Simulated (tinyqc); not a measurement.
From one barrier to a miniband: Kronig-Penney superlattice by transfer matrices.

Wells (width a, potential 0, mass mw) alternate with barriers (width b, height V0, mass mb); period d = a + b; c = hbar^2/2m0. The vector (psi, psi'/m) is continuous, and a layer of thickness t carries it by M = [[cos kt, (m/k) sin kt], [-(k/m) sin kt, cos kt]] with k = sqrt(m (E - V)/c); for E < V, k = i kappa gives [[cosh, (m/kappa) sinh], [(kappa/m) sinh, cosh]] of kappa t. A Bloch state obeys cos(q d) = tr(Mb Mw)/2.

Constants: hbar^2/2m0 = 3.80998211 eV angstrom^2.

Parameters, chosen for this exercise (near those of a GaAs superlattice with barriers of AlGaAs; the results hold for these values, not for the real material): a = 50 angstrom (well width); b = 31 angstrom (barrier width); V0 = 0.275 eV (barrier height); mw = 0.0657 m0 (mass in the wells); mb = 0.0952 m0 (mass in the barriers).

Transmission through N barriers separated by wells, between leads of the well material: T = 4/[(M11 + M22)^2 + (u M12 - M21/u)^2] with u = k/mw and M the product over all layers; twelve evenly spaced energies around the first miniband.

Transmission:
```
E (eV)    tr M/2 of a period   N = 1    N = 2     N = 4     N = 8
0.058699               2.239  0.0335  0.00173  5.31e-06  5.07e-11
0.062685               1.710  0.0362  0.00320  3.41e-05  4.03e-09
0.066671               1.220  0.0389  0.00675  0.000435  2.34e-06
0.070657               0.766  0.0416   0.0181     0.131    0.0411
0.074642               0.348  0.0444   0.0875    0.0401     0.323
0.078628              -0.037  0.0473    0.901     0.697     0.370
0.082614              -0.390  0.0502   0.0799    0.0429     0.919
0.086600              -0.713  0.0532   0.0269     0.963     0.867
0.090586              -1.007  0.0562   0.0145   0.00346  0.000698
0.094571              -1.274  0.0593  0.00962  0.000481  1.46e-06
0.098557              -1.515  0.0625  0.00721  0.000141  5.73e-08
0.102543              -1.731  0.0657  0.00583  5.87e-05  6.14e-09
```

What can be read from this table?

5 of the energies lie in the miniband (|tr M/2| <= 1); there T for N = 8 runs between 0.0411 and 0.919. In the gaps it falls with N: at E = 0.1025 eV from 5.87e-05 (N = 4) to 6.14e-09 (N = 8), a slope of ln T of -2.29 a period, against -2 arccosh|tr M/2| = -2.29.

Computed by tinyqc, a small Python program: `OMP_NUM_THREADS=1 python tinyqc.py 1280755 1280756 out.jsonl` (the numbers bound the seed that draws the inputs); one thread of a shared host (Intel(R) Xeon(R) Processor @ 2.30GHz), about 0.07 s for the whole set of steps.
